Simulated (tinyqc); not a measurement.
# Worked calculation: electron mobility in a silicon inversion layer, empirical terms and Matthiessen rule

Computed by the program tinyqc: `OMP_NUM_THREADS=1 python tinyqc.py 2510011 2510012 out.jsonl`, one thread of a shared Intel Xeon 2.30GHz, about 0.01 s for the whole run. Printed values are rounded.

Inversion layer of sheet density Ns on a uniformly doped body. The mobility terms are empirical power laws with prefactors chosen for the exercise; adding their inverses (Matthiessen) is itself an approximation.

Values chosen for this exercise; material values close to those of silicon:
- T = 300 K (temperature)
- Eg = 1.13 eV (band gap)
- eps_r = 11.8 (relative permittivity of the semiconductor)
- Nc = 2.82e19 cm^-3 (conduction-band density of states at T)
- Nv = 2.69e19 cm^-3 (valence-band density of states at T)
- Nb = 6.2e17 cm^-3 (body doping)
- Vsb = 1 V (reverse body bias)
- eta = 0.5 (weight of the inversion charge in the effective field)
- Cox = 0.98 uF/cm^2 (gate capacitance)
- Ap = 402 cm^2/(V s) (phonon-limited mobility at 1 MV/cm and 300 K)
- As = 674 cm^2/(V s) (roughness-limited mobility at 1 MV/cm)
- gs = 2 (exponent of the roughness term)
- Ac = 2900 cm^2/(V s) (Coulomb prefactor)
- Nit = 9.1e10 cm^-2 (charge at the interface)
- Ns = 9.6e12 cm^-2 (inversion density)
- WL = 1 (ratio W/L)
- Vd = 0.02 V (drain voltage)
- I = 5.42 uA (measured linear current)

Constants: q = 1.602176634e-19 C, kB = 1.380649e-23 J/K, Vt = kB T/q, eps0 = 8.8541878128e-14 F/cm where lengths are in cm. Results are converted to the units shown.

## Depletion charge and effective field

ni = sqrt(Nc Nv) exp(-Eg/(2 Vt)), Eg in volts; Ndep = sqrt(2 eps0 eps_r Nb (2 Vt ln(Nb/ni) + Vsb)/q); E = q (Ndep + eta Ns)/(eps0 eps_r), in MV/cm.

ni = 8.88011e9 cm^-3
Ndep = 3.95441e12 cm^-2
E = 1.34248 MV/cm

The depletion charge gives 45.2 % of the field.

## Mobility terms and their sum

With t = T/(300 K): muC = Ac (Ns/1e12 cm^-2) t/(Nb/1e17 cm^-3 + Nit/1e11 cm^-2), muP = Ap E^(-1/3) t^(-1.75), muS = As E^(-gs); 1/mu is the sum of the inverses.

terms (cm^2/(V s)): Coulomb 3915.61, phonon 364.410, roughness 373.978
mu = 176.258 cm^2/(V s)
shares of 1/mu (%): Coulomb 4.50142, phonon 48.3680, roughness 47.1305

The phonon term limits most.

## Iteration 1: inversion density for the measured current

Ns at the start = 4.8e12 cm^-2

I = (W/L) q Ns mu Vd. E = q (Ndep + eta Ns)/(eps0 eps_r) in MV/cm. With t = T/(300 K): muC = Ac (Ns/1e12 cm^-2) t/(Nb/1e17 cm^-3 + Nit/1e11 cm^-2), muP = Ap E^(-1/3) t^(-1.75), muS = As E^(-gs); 1/mu is the sum of the inverses. Ns(new) = I/((W/L) q mu Vd).

E = 0.974440 MV/cm
mu = 228.010 cm^2/(V s)
Ns after iteration 1 = 7.41830e12 cm^-2

## Iteration 2: inversion density for the measured current

As before.

E = 1.17520 MV/cm
mu = 199.813 cm^2/(V s)
Ns after iteration 2 = 8.46515e12 cm^-2

## Course of the iteration: inversion density for the measured current

Stop when Ns changes by less than 1e5 cm^-2, or after 120 iterations.

Course of the iteration:
```
iteration  Ns (cm^-2)  |change| (cm^-2)
1          7.41830e12           2.62e12
2          8.46515e12           1.05e12
3          8.98451e12           5.19e11
4          9.25860e12           2.74e11
5          9.40734e12           1.49e11
6          9.48920e12           8.19e10
7          9.53461e12           4.54e10
8          9.55989e12           2.53e10
9          9.57400e12           1.41e10
...               ...               ...
22         9.59189e12            7.44e6
23         9.59190e12            4.16e6
24         9.59190e12            2.33e6
25         9.59190e12            1.30e6
26         9.59190e12            7.30e5
27         9.59190e12            4.09e5
28         9.59190e12            2.29e5
29         9.59190e12            1.28e5
30         9.59190e12            7.17e4
```

Converged in 30 iterations. At the end each change is about 0.56 times the one before: linear convergence.

## Split C-V extraction

Vg, point 0 to 12 (V): [0.1, 0.2, 0.3, 0.4, 0.5, 0.6, 0.7, 0.8, 0.9, 1, 1.1, 1.2, 1.3]
Cgc, point 0 to 12 (uF/cm^2): [3.17508e-5, 8.90401e-4, 0.0243919, 0.409050, 0.933574, 0.978267, 0.979938, 0.979998, 0.980000, 0.980000, 0.980000, 0.98, 0.98]
I, point 0 to 12 (uA): [4.61607e-11, 3.63279e-8, 2.77973e-5, 0.0115832, 0.250273, 0.740448, 1.27663, 1.79816, 2.28719, 2.73830, 3.15077, 3.52583, 3.86556]

Q(Vg) is the trapezoid sum of Cgc from the first point (where Q is taken as 0); mu_eff = I/((W/L) Q Vd); mu_FE = (dI/dVg)/((W/L) Cox Vd) with a backward difference. Listed from point 4 on.

Q, point 4 to 12 (uC/cm^2): [0.0901136, 0.185706, 0.283616, 0.381613, 0.479613, 0.577613, 0.675613, 0.773613, 0.871613]
mu_eff, point 4 to 12 (cm^2/(V s)): [138.865, 199.361, 225.064, 235.600, 238.441, 237.036, 233.179, 227.881, 221.747]
mu_FE, point 4 to 12 (cm^2/(V s)): [121.780, 250.089, 273.563, 266.083, 249.506, 230.161, 210.444, 191.358, 173.327]

At the last point mu_FE is 22 % below mu_eff: where the mobility falls with gate voltage the slope of I understates it.
